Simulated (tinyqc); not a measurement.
Floating body of a partially depleted SOI transistor: body voltage and kink: one step of the calculation.

Source at 0 V. Channel current Ic = 2 nf K Vt^2 [F(0) - F(Vd)](1 + la Vd), F(V) = ln^2(1 + exp((Vg - VT - nf V)/(2 nf Vt))), VT = VT0 - gb Vb. Saturation voltage Vs = 2 Vt sqrt(F(0)) + 3 Vt, excess Ve = (Vd - Vs + sqrt((Vd - Vs)^2 + 0.0004 V^2))/2, multiplication M1 = Ai Ve exp(-Bl/Ve). Each junction passes D(v) = J1 (exp(v/Vt) - 1) + J2 (exp(v/(2 Vt)) - 1). Bipolar current Ib = bb J1 (exp(Vb/Vt) - 1). The body settles where M1 (Ic + Ib) = D(Vb) + D(Vb - Vd) + Vb/Rb; drain current Id = (1 + M1)(Ic + Ib) - D(Vb - Vd).

Problem. Drain current with floating and with grounded body. Id and VT at the converged Vb, Id at Vb = 0, their ratio, and the bipolar share Ib/(Ic + Ib).

Parameters, values chosen for the exercise; values of the order met in partially depleted silicon-on-insulator transistors:
- T = 300 K (temperature)
- VT0 = 0.51 V (threshold at zero body voltage)
- gb = 0.34 (fall of the threshold per volt of body voltage)
- nf = 1.34 (slope factor)
- K = 380 uA/(V^2 um) (gain factor per width)
- la = 0.08 1/V (channel-length modulation factor)
- Ai = 2.68 1/V (impact-ionisation prefactor)
- Bl = 8.1 V (impact-ionisation voltage)
- J1 = 9.8e-12 uA/um (diffusion saturation current of each junction)
- J2 = 5.6e-9 uA/um (recombination saturation current of each junction)
- bb = 3 (gain of the lateral bipolar transistor on the diffusion current)
- Rb = 1e9 kohm um (resistance of a weak body tie to the source (1e9 stands for no tie, and the term is then dropped))
- Vg = 0.9 V (gate voltage)
- Vd = 1.4 V (drain voltage)

Constants: q = 1.602176634e-19 C, kB = 1.380649e-23 J/K, Vt = kB T/q. Results are converted to the units shown.

converged Vb = 0.54530664 V

Find: VT; Id, floating; Id, grounded; ratio; bipolar share.

Solution.

VT = 0.32460 V
Id, floating = 52.264 uA/um
Id, grounded = 24.038 uA/um
ratio = 2.1742
bipolar share = 0.081473 %

The body rises to 0.545 V and lowers the threshold by 185 mV.

Range of the model: The multiplication law is an empirical form chosen for the exercise; self-heating and capacitive coupling to the body are left out, and the linear laws are rough once Vb passes about 0.7 V or M1 about 0.1.

Computed by the program tinyqc: `OMP_NUM_THREADS=1 python tinyqc.py 2182165 2182166 out.jsonl`, one thread of a shared Intel Xeon 2.30GHz, about 0.2 s for the whole run.
